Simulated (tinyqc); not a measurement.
# Band bending at a free surface with one surface level, surface photovoltage and Kelvin probe: Kelvin-probe contrast of the doping

n-type bulk, xi = Ec - EF = Vt ln(Nc/Nd), p0 = ni^2/Nd, ni = sqrt(Nc Nv) exp(-Eg/(2 Vt)), Eg in volts. b is the upward band bending, u = b/Vt. Space charge per area, in units of q: Qc = sign(b) sqrt((2 eps0 eps_r Vt/q) [(Nd + dn)(exp(-u) - 1) + Nd u + (p0 + dn)(exp(u) - 1)]), with dn the excess density under light (flat quasi-Fermi levels; 0 in the dark). The level holds -Ns f, f = 1/(1 + exp((xi + b - Es)/Vt)). Neutrality: Qc + Qf + (charge of the states) = 0.

Work function chi + xi + b; contact potential difference CPD = (work function of the sample) - pt. b solves the neutrality condition in the dark.

Inputs (values chosen for the exercise); band and dielectric values close to those of indium phosphide: temperature T = 300 K; band gap Eg = 1.33 eV; relative permittivity eps_r = 12.4; conduction-band density of states at T Nc = 5.73e17 cm^-3; valence-band density of states at T Nv = 1.12e19 cm^-3; electron affinity chi = 4.45 eV; fixed positive charge at the surface Qf = 0 cm^-2; work function of the probe tip pt = 4.85 eV; density of an acceptor-like surface level Ns = 4.8e11 cm^-2; its depth below the conduction edge Es = 0.49 eV.

Constants: q = 1.602176634e-19 C, kB = 1.380649e-23 J/K, Vt = kB T/q, eps0 = 8.8541878128e-14 F/cm where lengths are in cm. Results are converted to the units shown.

Results:
```
Nd (cm^-3),xi (eV),b (V),CPD (mV)
9.6e13,0.22476,0.34561,170.38
2.3e14,0.20218,0.35583,158.01
5.5e14,0.17964,0.36564,145.28
1.3e15,0.15740,0.37466,132.06
3.1e15,0.13493,0.38258,117.52
1.8e16,0.089461,0.38762,77.083
4.2e16,0.067557,0.36100,28.553
```

Estimate the missing row, Nd = 7.5e15 cm^-3.

Computed row:
```
Nd (cm^-3),xi (eV),b (V),CPD (mV)
7.5e15,0.11209,0.38817,100.26
```

With this row back in the table: xi falls by 157 mV over the table and the CPD by 142 mV; b goes from 0.346 through a maximum of 0.388 (at Nd = 7.5e15 cm^-3 among the rows listed) to 0.361 V. Between the first two rows the CPD follows 54.8 % of the change of xi, and between the last two 222 %. It is below 100 % where b rises with the doping (pinning hides it). It exceeds 100 % where b falls as the doping rises.

tinyqc, about 0.01 s, one thread, Intel Xeon 2.30GHz (shared host): `OMP_NUM_THREADS=1 python tinyqc.py 2430164 2430165 out.jsonl`
